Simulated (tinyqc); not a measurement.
Worked calculation: finite-difference solution of the diffusion equation on a small grid. Computed by tinyqc, a small Python program that keeps every step. Command: `OMP_NUM_THREADS=1 python tinyqc.py 3013996 3013997 out.jsonl fdiff walk`. One thread of a shared host (Intel(R) Xeon(R) Processor @ 2.30GHz), about 0.01 s of CPU time with the checks. Intermediate numbers are printed to about 6 digits and carried at full precision; extremes and crossings named in words are read from the listed rows.

dC/dt = D d2C/dx2 on nodes x_j = j dx, j = 0..7; the far end is sealed.

Inputs (values chosen for the exercise):
```
quantity           value              unit
diffusivity D      0.076            nm^2/s
grid spacing dx        5                nm
time step dt         800                 s
final time t_f     16000                 s
surface value C_s     27  % of a reference
```

Boundary at x = 0: fixed surface value. Scheme: Crank-Nicolson.

start values C_j, j = 0, 1, ... (% of a reference): 0  0  0  0  0  0  0  0

## Mesh ratio and operator

The operator M acts as (M C)_j = C_(j-1) - 2 C_j + C_(j+1); at the sealed far end a mirror node gives 2 C_(N-2) - 2 C_(N-1); at j = 0, C_0 is held at C_s from the start (row of zeros). r = D dt/dx^2.

mesh ratio r = 2.432

operator M:
```
   0   1   2   3   4   5   6   7
0  0   0   0   0   0   0   0   0
1  1  -2   1   0   0   0   0   0
2  0   1  -2   1   0   0   0   0
3  0   0   1  -2   1   0   0   0
4  0   0   0   1  -2   1   0   0
5  0   0   0   0   1  -2   1   0
6  0   0   0   0   0   1  -2   1
7  0   0   0   0   0   0   2  -2
```

## Amplification factors

The mode of M with eigenvalue mu has its amplitude multiplied per step by g = (1 + (1 - theta) r mu)/(1 - theta r mu), with theta = 0 explicit, 1 implicit, 1/2 Crank-Nicolson; the explicit scheme is stable for r up to 2/|mu_min|.

eigenvalues mu of M: -3.94986  -3.56366  -2.86777  -2.00000  -1.13223  -0.43634  -0.05014  0.00000

factors g: -0.65535  -0.62501  -0.55429  -0.41725  -0.15853  0.30669  0.88506  1.00000

largest stable r of the explicit scheme = 0.506348

The smallest factor is -0.655: the shortest waves flip sign at each step while they decay.

## Time step 1

C at the start (%): 27  0  0  0  0  0  0  0

With r = D dt/dx^2: (1 - theta r M) C(new) = (1 + (1 - theta) r M) C(old); theta = 0 explicit, 1 implicit, 1/2 Crank-Nicolson.

C after step 1 (%): 27.0000  22.4360  9.3227  3.8762  1.6173  0.6884  0.3257  0.2308

At so large an r Crank-Nicolson steps are stable but let short waves flip sign, so sharp features can overshoot.

## Time step 2

The formulas are those given above.

C after step 2 (%): 27.0000  18.5349  15.4108  9.6267  5.3839  2.9087  1.6931  1.3343

At so large an r Crank-Nicolson steps are stable but let short waves flip sign, so sharp features can overshoot.

## All steps

The run takes n = round(t_f/dt) steps of length t_f/n. The dose is the trapezoidal sum of C dx; the error is the largest difference from exp(M D t/dx^2) C(0), the exact time evolution on the same grid.

Course of the run:
```
step  t (s)      C_1      C_4  dose (% nm)  largest error
1       800  22.4360   1.6173      259.409    4.94165e+00
2      1600  18.5349   5.3839      338.626    1.65059e+00
3      2400  22.4273   8.4464      417.896    9.97137e-01
4      3200  21.7923  10.4677      477.361    4.76038e-01
5      4000  23.1000  12.4780      532.736    2.74127e-01
6      4800  23.1913  14.1250      579.605    1.64253e-01
7      5600  23.8377  15.6115      621.989    8.57471e-02
...     ...      ...      ...          ...            ...
14    11200  25.6194  22.1576      807.539    1.32427e-02
15    12000  25.7811  22.7124      823.343    1.24075e-02
16    12800  25.9194  23.2064      837.324    1.18146e-02
17    13600  26.0447  23.6417      849.702    1.10518e-02
18    14400  26.1538  24.0282      860.655    1.03899e-02
19    15200  26.2515  24.3694      870.350    9.69228e-03
20    16000  26.3373  24.6720      878.930    9.03541e-03
```

C at the end (%): 27.0000  26.3373  25.7082  25.1433  24.6720  24.3171  24.0970  24.0223

largest error at t_f = 0.00903541 %

final dose = 878.930 % nm

final C_4 = 24.6720 %

The time-step error at the end is 0.0090 on a scale of 27.0. The dose grows as material enters from the surface.

## The three schemes as the step is halved

Each run reaches t_f in n equal steps; errors are the largest difference from exp(M D t_f/dx^2) C(0). A dash marks unstable explicit runs.

Largest error at t_f (%):
```
steps n      r   explicit  implicit  Crank-Nicolson
4        12.16          -   2.10452     5.97788e+00
8         6.08          -   1.08570     8.66892e-01
16        3.04          -   0.54967     1.42397e-02
32        1.52          -   0.27631     3.52760e-03
64        0.76          -   0.13849     8.81713e-04
128       0.38  0.0694776   0.06933     2.20417e-04
256       0.19  0.0347206   0.03468     5.51034e-05
```

From the last two rows, halving the step divides the error by 2.00 (explicit), 2.00 (implicit), 4.00 (Crank-Nicolson): a factor 2 marks first order in dt and 4 second order. The explicit scheme needs n of at least 97 to be stable; the other two are stable at any step.

Checks made by the program: matrix exponential against 4096 Crank-Nicolson steps (relative difference 8e-09).
